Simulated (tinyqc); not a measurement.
# Off-state leakage of single and stacked transistors: subthreshold current against the height of the stack

n-channel devices of unit width. Subthreshold current I(Vg, Vs, Vd) = I0 (T/300 K)^0.5 exp[(Vg - Vs - VT(T) - gb (Vs - Vb) + dd (Vd - Vs))/(nf Vt)] (1 - exp(-(Vd - Vs)/Vt)), VT(T) = VT - cT (T - 300 K). Gate-edge tunnelling Ig (Vd/1 V) exp(ag (Vd - 1 V)), for a gate at 0 V, and band-to-band leakage Ab u exp(-Bb/u), u = Vd - Vb + 1 V, flow at a drain held at V; both are taken as independent of T. In a stack of off transistors (all gates at 0 V) the same subthreshold current passes through each.

All n gates at 0 V, bottom source at 0 V, top drain at V; node voltages follow from equal currents.

Parameters, values chosen for the exercise; values of the order met in bulk silicon logic transistors:
```
symbol,value,unit,meaning
T,358,K,temperature
V,1.1,V,supply voltage
VT,0.45,V,"threshold at 300 K, zero drain and body bias"
cT,0.9,mV/K,fall of the threshold with temperature
I0,0.3,uA/um,current at threshold at 300 K
nf,1.55,,slope factor
dd,0.11,,drain-induced lowering per volt
gb,0.25,,rise of the threshold per volt of source-body bias
Vb,-0.3,V,body voltage
```

Constants: q = 1.602176634e-19 C, kB = 1.380649e-23 J/K, Vt = kB T/q. Results are converted to the units shown.

Subthreshold current against the height of the stack:
columns A: n; B: I (nA/um); C: reduction factor; D: drain voltage of the bottom device (mV); E: source voltage of the top device (mV); F: voltage across the top device (V)
```
A         B      C      D      E       F
1    0.2091  1.000   1100      0   1.100
2   0.01891  11.06  84.49  84.49   1.016
3  0.009776  21.39  24.94  107.7  0.9923
4  0.006604  31.66  14.91  121.5  0.9785
5  0.004990  41.90  10.67  131.3  0.9687
6  0.004011  52.12  8.320  139.0  0.9610
```

Read the table: what changes, and by how much?

The second transistor cuts the current by a factor of 11.1, the third by a further 1.93 and the sixth by 1.24. The top device keeps 87.4 % of the supply at n = 6, while the drain voltage of the bottom one falls to 0.270 Vt.

Program tinyqc, `OMP_NUM_THREADS=1 python tinyqc.py 2242059 2242060 out.jsonl`; Intel Xeon 2.30GHz, shared host, one thread, about 0.03 s.
